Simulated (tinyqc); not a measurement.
Peak gain against injection: optical gain and spontaneous emission in a bulk direct-gap semiconductor.

Parabolic bands, vertical transitions, no excitons. For each hole band j: mr = me mj/(me + mj); joint density of states J_j(E) = (mr/c)^(3/2) sqrt(E - Eg)/(2 pi^2), both spins, c = hbar^2/2m0; averaged matrix element |e.p|^2 = m0 Ep/6; alpha_j(E) = 4 pi^2 alpha_f c Ep J_j/(3 nr E) in 1/angstrom (alpha_f the fine-structure constant, listed as alpha among the constants), times 1e8 for 1/cm.

F_j(eta) = (1/Gamma(j + 1)) integral_0^infinity x^j dx/(1 + exp(x - eta)), which tends to exp(eta) for eta << 0.

Quasi-Fermi levels: n = Nc F_1/2(Fc/kT) and p = Nv F_1/2(Fv/kT), Fc counted up from the conduction edge and Fv down from the valence edge; Nc, Nv from N = 2 (m kB T/(4 pi c))^(3/2) with c = hbar^2/2m0, in 1/angstrom^3; times 1e24 for 1/cm^3, with me and (mhh^(3/2) + mlh^(3/2))^(2/3).

For band j the electron sits at Ee = (E - Eg) mr/me above its edge and the hole at Eh = (E - Eg) mr/mj; fe = 1/(1 + exp((Ee - Fc)/kT)), fh = 1/(1 + exp((Eh - Fv)/kT)); gain g = sum_j alpha_j (fe + fh - 1).

Spontaneous rate: R = integral of (nr E/(hbar c))^2/(pi^2 hbar) sum_j alpha_j fe fh dE, with alpha in 1/cm and (nr E/(hbar c))^2 in 1/cm^2 (1e16 per 1/angstrom^2); B = R/(n p); lifetime n/R.

Constants: hbar^2/2m0 = 3.80998211 eV angstrom^2; fine-structure constant alpha = 0.007297352564; kB = 8.617333262e-05 eV/K; hbar = 6.58211957e-16 eV s; hbar c = 1973.269805 eV angstrom.

Values chosen for the exercise (near those of InGaAs; not measured data): Eg = 0.756 eV (direct gap); me = 0.0415 m0 (electron mass); mhh = 0.438 m0 (heavy-hole mass); mlh = 0.0523 m0 (light-hole mass); Ep = 23.2 eV (Kane energy); nr = 3.59 (refractive index); T = 400 K.

The peak is the largest g over E; a dash marks no gain.

Gain:
```
n (1/cm^3)  Fc (eV)  Fv (eV)  peak gain (1/cm)  peak E - Eg (eV)  B (cm^3/s)
5.5e+17      0.0380  -0.1047                 -                 -    9.69e-11
8.7e+17      0.0651  -0.0886                 -                 -    9.20e-11
1.5e+18      0.1053  -0.0691               133            0.0131    8.43e-11
2.0e+18      0.1317  -0.0587               353            0.0281    7.94e-11
2.5e+18      0.1553  -0.0505               568            0.0419    7.54e-11
3.3e+18      0.1894  -0.0401               883            0.0613    7.01e-11
4.4e+18      0.2316  -0.0290              1257            0.0830    6.46e-11
```

Give the missing row, n (1/cm^3) = 1.3e+18.

Computed row:
```
n (1/cm^3)  Fc (eV)  Fv (eV)  peak gain (1/cm)  peak E - Eg (eV)  B (cm^3/s)
1.3e+18      0.0937  -0.0743                54            0.0068    8.65e-11
```

transparency density (Fc + Fv = 0) = 1.09e+18 1/cm^3

Gain starts at 1.09e+18 1/cm^3, where Fc = -Fv = 0.0805 eV: with Nv/Nc = 36 the electrons must be degenerate before the holes are. The slope of peak gain against n is 3.95e-16 cm^2 between the first two rows with gain and 3.40e-16 between the last two; the peak moves from 0.0068 to 0.0830 eV above the gap as the bands fill, and B falls by a factor 1.50. Line broadening and gap shrinkage are left out.

Run: tinyqc, `OMP_NUM_THREADS=1 python tinyqc.py 1681231 1681232 out.jsonl`; Intel(R) Xeon(R) Processor @ 2.30GHz, one thread, shared host; about 0.07 s of CPU time with all checks.
